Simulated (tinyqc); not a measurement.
Raman line shape of confined optical phonons and breathing modes of small crystals: one step, computed by the program tinyqc. Command: `OMP_NUM_THREADS=1 python tinyqc.py 3023272 3023273 out.jsonl confine walk`. One thread of a shared host (Intel(R) Xeon(R) Processor @ 2.30GHz), about 0.02 s of CPU time with the checks.

Confinement in 3 direction(s) lets phonons with q away from zero scatter light. q is in units of 2 pi/a, from 0 to 1, and the branch is isotropic: omega(q)^2 = (omega_0^2 + omega_X^2)/2 + ((omega_0^2 - omega_X^2)/2) cos(pi q). The model and its constant beta are phenomenological; beta = 8 is the common choice.

Question. Intensity at one frequency. Weight W(q) = q^2 exp(-(2 L q/a)^2/(2 beta)) dq, that is exp(-k^2 L^2/(2 beta pi^2)) for k = 2 pi q/a. I(omega) = int W(q) / [(omega - omega(q))^2 + (Gamma_0/2)^2] dq / int W dq x (Gamma_0/2)^2, by 400 Gauss-Legendre points on 0 < q < min(1, 2.5 a sqrt(2 beta)/L). Bulk Lorentzian 1/(1 + (2 offset/Gamma)^2); mean shift = weighted mean of omega(q) less the bulk frequency.

Inputs (values chosen for the exercise, modelled on germanium): bulk frequency omega_0 = 300.5 1/cm; frequency at the zone boundary omega_X = 233 1/cm; natural width Gamma_0 = 2.9 1/cm; lattice constant a = 5.658 angstrom; size L = 4.1 nm; confinement constant beta = 8; probe offset omega - omega_0 = 1.6 1/cm.

Shape: sphere.

Give: I at the probe offset; bulk Lorentzian there; mean shift, from the weights.

Answer.

I at the probe offset = 0.031039

bulk Lorentzian there = 0.45094

mean shift, from the weights = -15.038 1/cm
